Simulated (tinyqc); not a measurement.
Resonant-tunnelling diode, transfer matrices and Tsu-Esaki current: one step of the calculation.

Emitter (band edge 0), barrier d1, well Lw, barrier d2, collector (edge -V). The bias drops linearly over these layers and none in the contacts; each layer is cut into ns equal slices, flat at the value of their centres. E is the energy of motion across the layers, C = hbar^2/(2 m0), psi and psi'/m are continuous. Transport is coherent, T(E) is taken as independent of the transverse momentum, and charge in the well is ignored.

Question. Running product of the slice matrices at the trial energy. For the pair (psi, psi'/m) a flat layer has M = [[cos kd, (m/k) sin kd], [-(k/m) sin kd, cos kd]] with k = sqrt(m (E - U)/C) above its edge U, and M = [[cosh Kd, (m/K) sinh Kd], [(K/m) sinh Kd, cosh Kd]] with K = sqrt(m (U - E)/C) below it. Later slices stand to the left. With M acting on (psi, psi'/m) and v = k/m in each lead, T(E) = 4 vL vR/[(vL vR M12 - M21)^2 + (vR M11 + vL M22)^2]. vL = sqrt(mw E/C)/mw, vR = sqrt(mw (E + V)/C)/mw.

Inputs (values chosen for the exercise); masses and offsets of a made-up heterostructure:
```
symbol    value  unit                                meaning
mw         0.25    m0  mass in the well, spacer and contacts
ns            1                         slices in each layer
V          0.15     V                  bias of the collector
E       0.09429    eV                           trial energy
```

Constants: q = 1.602176634e-19 C, hbar = 1.054571817e-34 J s, m0 = 9.1093837015e-31 kg, hbar^2/(2 m0) = 0.0380998212 eV nm^2. Results are converted to the units shown.

U, slice 0 to 2 (eV): [0.98285714, -0.07500000, 0.86714286]
m, slice 0 to 2 (m0): [0.5, 0.25, 0.5]
width, slice 0 to 2 (nm): [0.8, 1.9, 0.8]

Find: Product after each layer; T(E).

Answer.

Product after each layer:
```
               M11  M12 (nm)  M21 (1/nm)       M22
barrier d1   7.713     1.120       52.23     7.713
well         8.026     1.193      -51.39    -7.515
barrier d2  0.3564    0.1772      -5.752  -0.05406
```

T(E) = 0.8363

Computed by the program tinyqc: `OMP_NUM_THREADS=1 python tinyqc.py 2600056 2600057 out.jsonl`, one thread of a shared Intel Xeon 2.30GHz, about 0.08 s for the whole run.
